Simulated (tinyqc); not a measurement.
Solid solubility of a dopant against its melt (retrograde solidus), clustering and the electrically active fraction: one step, computed by the program tinyqc.

Problem. Active fraction after the anneal. A highly soluble donor (another dopant than that of the solidus) is limited by clustering. Donors N_a are active, and clusters hold m atoms each: N_t = N_a + m C, m C = N* (N_a/N*)^m (n/N*)^m, each atom taking one electron, n = N_a/2 + sqrt(N_a^2/4 + n_i^2), n_i = prefactor x T^1.5 exp(-E_i/(k_B T)), with N*(T) = N*(1273 K) exp[-(E_b/k_B)(1/T - 1/1273)]. Resistivity = 1/(e mu N_a).

Inputs (values chosen for the exercise, of the order of those of aluminium in silicon for the solubility):
```
quantity                                       value            unit
total dopant density N_t                     1.6e+20          1/cm^3
atoms per cluster m                                2               -
cluster scale N* at 1273 K                   3.1e+20          1/cm^3
activation energy E_b of the cluster scale      0.49              eV
anneal temperature T_a                          1300               K
prefactor of n_i                            3.96e+16  1/(cm^3 K^1.5)
energy E_i in n_i                              0.609              eV
mobility mu                                       75      cm^2/(V s)
```

Clustering: clusters that take up free electrons.

Constants: k_B = 8.617333262e-05 eV/K; e = 1.602176634e-19 C.

Give: N*(T_a); active density N_a; active fraction; resistivity.

Solution.

N*(T_a) = 3.401e+20 1/cm^3

active density N_a = 1.478e+20 1/cm^3

active fraction = 0.9238

resistivity = 0.5631 milliohm cm

Doubling the dose would raise N_a by only 61 %. Caution: this clustering law is a generic form; degeneracy and a doping-dependent mobility are left out.
